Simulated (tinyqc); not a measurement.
Series resistance and length offset from two lengths at two overdrives.

Question. In strong inversion R W = Rsd + k(x)(L - dL), k(x) = (1 + th1 x)/(mu0 Cox x), x the overdrive, Cox = eps0 eox/tox, with Rsd and dL independent of x. Find dL, Rsd, mu0 and th1.

Values chosen for this exercise: relative permittivity of the gate insulator (close to aluminium oxide) eox = 8.89; insulator thickness tox = 3.4 nm.

Constants: eps0 = 8.8541878128e-14 F/cm where lengths are in cm. Results are converted to the units shown.

total resistance times width (ohm um):
```
,L = 0.12 um,L = 0.41 um
overdrive 0.42 V,657.507843,1732.73898
overdrive 1.08 V,418.275645,905.563248
```

Answer. At each overdrive R W is a straight line in L; the two lines cross at L = dL, R W = Rsd. Their slopes give k x = (1 + th1 x)/(mu0 Cox), a straight line in x.

dL = 0.002000 um
Rsd = 220.0 ohm um
mu0 = 310.0 cm^2/(V s)
th1 = 0.2800 1/V

Program tinyqc, `OMP_NUM_THREADS=1 python tinyqc.py 2210003 2210004 out.jsonl`; Intel Xeon 2.30GHz, shared host, one thread, about 0.01 s.
